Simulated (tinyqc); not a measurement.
Inside a calculation. Method: Hubbard chain of 2 sites. Computed by tinyqc, a small Python program that keeps every step. Settings: hopping = 0.58, U = 10.3, mixing = 0.2, iteration cap = 73. Command: `OMP_NUM_THREADS=1 python tinyqc.py 27745 27746 out.jsonl` (the two numbers bound the seeds that draw the settings). One thread of a shared host (Intel(R) Xeon(R) Processor @ 2.60GHz), about 0.2 s of CPU time with the checks. Later iterations appear only in the table of the cycle.

## Mean-field iteration 1

one-body matrix (hopping and site energies) (eV):
```
           1          2
1   0.410000  -0.580000
2  -0.580000   0.280000
```

U = 10.300000 eV

electrons, up and down: 1  1

mixing = 0.200000

n(up) at the start (a guess, not normalised): 1 0.800000, 2 0.200000

n(down) at the start (a guess): 1 0.200000, 2 0.800000

H(up) = T + U n(down), H(down) = T + U n(up); fill the lowest levels; n(new) = n + mixing (n(out) - n); E = tr T (rho up + rho down) + U sum n_up n_down of the output.

levels, up (eV): 2.414899  8.575101

levels, down (eV): 2.287131  8.702869

energy = 0.651314 eV

n(up) after iteration 1: 1 0.838211, 2 0.161789

n(down) after iteration 1: 1 0.161648, 2 0.838352

## Mean-field iteration 2

As before.

levels, up (eV): 2.026143  8.963857

levels, down (eV): 1.899339  9.090661

energy = 0.638392 eV

n(up) after iteration 2: 1 0.869161, 2 0.130839

n(down) after iteration 2: 1 0.130628, 2 0.869372

## Convergence

Each step fills the lowest levels of T + U n(other spin) and sets n(new) = n + mixing (n(out) - n); stop when output and input agree to 1e-8.

Course of the cycle:
```
iteration      E (eV)  largest |n(out) - n(in)|  mean |n_up - n_down|
1          0.65131433                  1.92e-01              0.982815
2          0.63839247                  1.55e-01              0.986414
3          0.63216662                  1.25e-01              0.988563
4          0.62893614                  1.01e-01              0.989947
5          0.62716980                  8.10e-02              0.990888
6          0.62616657                  6.52e-02              0.991553
7          0.62558044                  5.24e-02              0.992036
8          0.62523061                  4.21e-02              0.992396
9          0.62501838                  3.38e-02              0.992667
10         0.62488800                  2.72e-02              0.992874
11         0.62480711                  2.18e-02              0.993035
...               ...                       ...                   ...
63         0.62466933                  2.37e-07              0.993635
64         0.62466933                  1.90e-07              0.993635
65         0.62466933                  1.52e-07              0.993635
66         0.62466933                  1.22e-07              0.993635
67         0.62466933                  9.82e-08              0.993635
68         0.62466933                  7.88e-08              0.993635
69         0.62466933                  6.32e-08              0.993635
70         0.62466933                  5.08e-08              0.993635
71         0.62466933                  4.07e-08              0.993635
72         0.62466933                  3.27e-08              0.993635
73         0.62466933                  2.62e-08              0.993635
```

Not converged within 73 iterations: the residual falls steadily but slowly, by a factor of about 0.80 a step. The lowest mean-field energy found from random starts is 0.62467 eV. Reruns (cap 100 unless said): mixing 0.5: converged in 26 (E = 0.62467); mixing 0.9: converged in 9 (E = 0.62467); the original settings with a cap of 400: converged in 78 (E = 0.62467).

## The many-body Hamiltonian

Basis: all placements (u, d, 2, 0 on each site), up operators ordered before down ones; hops carry the sign of the same-spin electrons passed.

H (eV), lower triangle:
```
           20         ud         du         02
20  11.120000
ud  -0.580000   0.690000
du  -0.580000   0.000000   0.690000
02   0.000000  -0.580000  -0.580000  10.860000
```

## Exact diagonalisation (4 states)

Lowest levels of the sector, and the double occupancy of the lowest state.

lowest levels (eV): 0.560956  0.690000  10.910113  11.198931

double occupancy per site = 0.006113
